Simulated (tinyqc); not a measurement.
Keating valence-force model of a tetrahedral crystal: one step, computed by the program tinyqc. Command: `OMP_NUM_THREADS=1 python tinyqc.py 3029863 3029864 out.jsonl keating walk`. One thread of a shared host (Intel(R) Xeon(R) Processor @ 2.30GHz), about 0.03 s of CPU time with the checks.

Atom A sits at 0 and atom B at a/4 (1,1,1) of an fcc lattice; the four bonds from A are t = a/4 (1,1,1), a/4 (1,-1,-1), a/4 (-1,1,-1), a/4 (-1,-1,1), of length d = sqrt(3) a/4. Energy: E = (3 alpha/(8 d^2)) sum over bonds (r.r - d^2)^2 + (3 beta/(8 d^2)) sum over pairs of bonds at one atom (r_i.r_j + d^2/3)^2; both atoms have the mass M. The cell holds two atoms, Omega = a^3/4. 1 N/m = 1 J/m^2.

Problem. Dynamical matrix at q. With displacements u exp(i q.r), each bracket changes by g.u, where g = (g_A, g_B): bond t, g = (-2 t, 2 t exp(i q.t)); pair (i, j) at A, g = (-(t_i + t_j), t_i exp(i q.t_j) + t_j exp(i q.t_i)); pair at B, g = (-t_i exp(-i q.t_j) - t_j exp(-i q.t_i), t_i + t_j). Then D_mn = sum over the 4 bonds and 12 pairs of (4 k/a^2) conj(g_m) g_n / sqrt(M_m M_n), with k = alpha or beta converted to eV/angstrom^2.

Inputs (values chosen for the exercise, for a model crystal): atomic mass M = 18.8 u; bond stretching alpha = 32.1 N/m; bond bending beta = 6.44 N/m.

Structure: diamond.

wave vector q (2 pi/a): 0.7  0.21  0

Constants: 1 eV/angstrom^2 = 16.02176634 J/m^2.

Give: D(q).

Solution.

D(q) (eV/(angstrom^2 u)):
```
                  A x               A y               A z               B x
A x           0.57258           0.01060  0.00000+0.02081i          -0.21983
A y           0.01060           0.51365  0.00000+0.00363i           0.09835
A z  0.00000-0.02081i  0.00000-0.00363i           0.51893  0.00000-0.05011i
B x          -0.21983           0.09835  0.00000+0.05011i           0.57258
B y           0.09835          -0.21983  0.00000+0.28725i           0.01060
B z  0.00000+0.05011i  0.00000+0.28725i          -0.21983  0.00000+0.02081i

                  B y               B z
A x           0.09835  0.00000-0.05011i
A y          -0.21983  0.00000-0.28725i
A z  0.00000-0.28725i          -0.21983
B x           0.01060  0.00000-0.02081i
B y           0.51365  0.00000-0.00363i
B z  0.00000+0.00363i           0.51893
```
